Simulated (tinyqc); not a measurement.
From results back to parameters: round or elliptic silicon nanowire with anisotropic valleys (Ritz method). Four cases, with inputs chosen for the exercise.

Problem. For a circular wire every level scales as 1/R^2. The lowest level of group A was computed from a hidden radius.

Wire along x = [100] on a (001) wafer, y = [010], z = [001]. Valley groups, two valleys each (w = inverse masses): A, axis along z: w_y = 1/mt, w_z = 1/ml, m_x = mt; B, axis along y: w_y = 1/ml, w_z = 1/mt, m_x = mt; C, axis along x: w_y = w_z = 1/mt, m_x = ml.

Hard wall on the ellipse (y/a)^2 + (z/b)^2 = 1, c = hbar^2/2m0. With u = y/a, v = z/b the operator is -c [(w_y/a^2) d2/du2 + (w_z/b^2) d2/dv2] on the unit disc. Basis (1 - u^2 - v^2) u^i v^j; S, X and Y are the disc integrals of f f', (df/du)(df'/du) and (df/dv)(df'/dv), from the integral of u^p v^q = 2 Gamma((p+1)/2) Gamma((q+1)/2)/((p + q + 2) Gamma((p+q+2)/2)) for even p, q; H = c (w_y X/a^2 + w_z Y/b^2).

Converged values use 21 functions of each parity class (e or o in u, then in v).

Constants: hbar^2/2m0 = 3.80998211 eV angstrom^2.

Case 1.

Values chosen (out of a larger set: near those of a Si nanowire; not measured data): ml = 0.928 m0 (longitudinal mass); mt = 0.19 m0 (transverse mass).

level = 0.063037 eV

Case 2.

Values chosen (out of a larger set: near those of a Si nanowire; not measured data): ml = 0.899 m0 (longitudinal mass); mt = 0.186 m0 (transverse mass).

level = 0.036294 eV

Case 3.

Values chosen (out of a larger set: near those of a Si nanowire; not measured data): ml = 0.903 m0 (longitudinal mass); mt = 0.19 m0 (transverse mass).

level = 0.041054 eV

Case 4.

Values chosen (out of a larger set: near those of a Si nanowire; not measured data): ml = 0.907 m0 (longitudinal mass); mt = 0.191 m0 (transverse mass).

level = 0.059396 eV

Find: E R^2/c; R.

Solution.

Case 1.

E R^2/c = 18.018
R = 33.0 angstrom

Solve once for R = 1 and scale. The mean inverse mass would give 2.404826^2 (1/mt + 1/ml)/2 = 18.335, 1.8 % too high.

Case 2.

E R^2/c = 18.442
R = 44.0 angstrom

Solve once for R = 1 and scale. The mean inverse mass would give 2.404826^2 (1/mt + 1/ml)/2 = 18.763, 1.7 % too high.

Case 3.

E R^2/c = 18.113
R = 41.0 angstrom

Solve once for R = 1 and scale. The mean inverse mass would give 2.404826^2 (1/mt + 1/ml)/2 = 18.421, 1.7 % too high.

Case 4.

E R^2/c = 18.021
R = 34.0 angstrom

Solve once for R = 1 and scale. The mean inverse mass would give 2.404826^2 (1/mt + 1/ml)/2 = 18.327, 1.7 % too high.

Computed by tinyqc, one run a case: `OMP_NUM_THREADS=1 python tinyqc.py N N+1 out.jsonl` with N = 1281220, 1281296, 1281382, 1281410; one thread of a shared Intel(R) Xeon(R) Processor @ 2.30GHz, about 0.06 s a run at most.
